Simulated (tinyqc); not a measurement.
# Hopping conduction between localised states, step by step

A worked calculation. Computed by tinyqc, a small Python program that keeps every step. Command: `OMP_NUM_THREADS=1 python tinyqc.py 3027278 3027279 out.jsonl hop walk`. One thread of a shared host (Intel(R) Xeon(R) Processor @ 2.30GHz), about 0.01 s of CPU time with the checks. Intermediate numbers are printed to about 6 digits and carried at full precision; extremes and crossings named in words are read from the listed rows.

Energies are counted from the Fermi level. A small network shows the mechanism; the laws of an infinite system follow.

Inputs (values chosen for the exercise, for a model defective oxide): localisation length xi = 5.1 nm; density of states g_0 = 1.2e+20 1/(eV cm^3); permittivity eps = 7.4; activation energy E_a to extended states = 0.078 eV; prefactor of activated conduction = 470 S/cm; prefactor of hopping = 0.48 S/cm; conductance scale G_0 = 1 microsiemens; temperature T = 110 K.

Dimension: 3D.

sites of the small network (nm, nm, meV), columns x, y, energy:
```
[[0, 6.86, 1.22],
 [7.55, 4.14, -18.17],
 [11.56, 6.81, 6.86],
 [20.86, 10.94, 14.65],
 [26.09, 2.46, 0.16],
 [32.48, 7.25, 23.97],
 [39, 5.88, -1.89]]
```

Constants: k_B = 8.617333262e-05 eV/K; e^2/(4 pi eps_0) = 14.39964548 eV angstrom.

## Pair exponents

Miller-Abrahams exponent s_ij = 2 r_ij/xi + (|E_i| + |E_j| + |E_i - E_j|)/(2 k_B T); G_ij = G_0 exp(-s_ij). The diagonal is set to 0 and not used.

s_ij:
```
[[0.0000, 5.1926, 5.2571, 9.8809, 10.5046, 15.2669, 15.6270],
 [5.1926, 0.0000, 4.5298, 9.3237, 9.2341, 14.2978, 14.2691],
 [5.2571, 4.5298, 0.0000, 5.5360, 6.6716, 10.7345, 11.6900],
 [9.8809, 9.3237, 5.5360, 0.0000, 5.4526, 7.3098, 9.1302],
 [10.5046, 9.2341, 6.6716, 5.4526, 0.0000, 5.6605, 5.4536],
 [15.2669, 14.2978, 10.7345, 7.3098, 5.6605, 0.0000, 5.3408],
 [15.6270, 14.2691, 11.6900, 9.1302, 5.4536, 5.3408, 0.0000]]
```

## Kirchhoff solution

Site 1 is held at potential 1 and site 7 at 0; Kirchhoff's law sum_j G_ij (u_i - u_j) = 0 fixes the others; G = sum_j G_1j (1 - u_j). G_ij = G_0 exp(-s_ij).

potentials: [1.00000, 0.85472, 0.78813, 0.49489, 0.27842, 0.14704, 0.00000]

conductance G = 0.00195736 microsiemens

-ln(G/G_0) = 6.23616

## Critical path

Critical exponent s_c: the smallest value such that bonds with s_ij <= s_c connect site 1 with site 7.

critical exponent s_c = 5.53602

One such path is 1-2-3-4-5-7. -ln(G/G_0) = 6.24 against s_c = 5.54: several hops of similar difficulty lie in series.

## The network against temperature

Miller-Abrahams exponent s_ij = 2 r_ij/xi + (|E_i| + |E_j| + |E_i - E_j|)/(2 k_B T); G_ij = G_0 exp(-s_ij). Site 1 is held at potential 1 and site 7 at 0; Kirchhoff's law sum_j G_ij (u_i - u_j) = 0 fixes the others; G = sum_j G_1j (1 - u_j). The last column is the length of the critical bond.

Network:
```
T (K)  -ln(G/G_0)      s_c  critical hop (nm)
33        8.39786  8.36025            15.1672
50        7.47845  7.39063            10.1758
77        6.73766  6.19838            10.1758
110       6.23616  5.53602            10.1758
160       5.80214  5.05305            10.1758
280       5.33441  4.59767            10.1758
550       5.00092  4.29961            10.1758
```

-ln(G/G_0) follows s_c within 0.8. The critical hop is 15.2 nm long at the lowest T and 10.2 nm at the highest: on cooling the carrier goes farther to find a site of nearer energy, which is variable-range hopping.

## Variable-range laws

Mott: T_M = 21.2/(k_B g_0 xi^3), exponent (T_M/T)^(1/4), mean hop r = (3/8) xi times the exponent. Efros-Shklovskii: T_ES = 2.8 e^2/(4 pi eps eps_0 k_B xi), exponent (T_ES/T)^(1/2). Coulomb gap width g_0^(1/2) (e^2/(4 pi eps eps_0))^(3/2). The numerical coefficients come from percolation theory and are given.

T_M = 15455.1 K

T_ES = 1239.75 K

Mott exponent = 3.44286

Efros-Shklovskii exponent = 3.35715

mean hop by the Mott formula = 6.58447 nm

Coulomb gap = 29.7352 meV

The larger exponent, here Mott, is the one that limits; the two are equal at T = 99.4 K, below which the Coulomb gap rules.

## Total conductivity

sigma = s_1 exp(-E_a/k_B T) + s_2 exp(-larger of the two exponents); reduced activation energy w = d ln(sigma)/d ln(T) by a central difference of +/- 1 %.

activated part = 0.125440 S/cm

hopping part = 0.0153471 S/cm

conductivity = 0.140787 S/cm

reduced activation energy w = 7.42492

Activation to extended states carries 89 %. For sigma = s exp(-(T_0/T)^p), w = p (T_0/T)^p, so the slope of ln w against ln T gives -p.

Checks made by the program: current leaving the first site against current entering the last (relative difference below 1e-10).
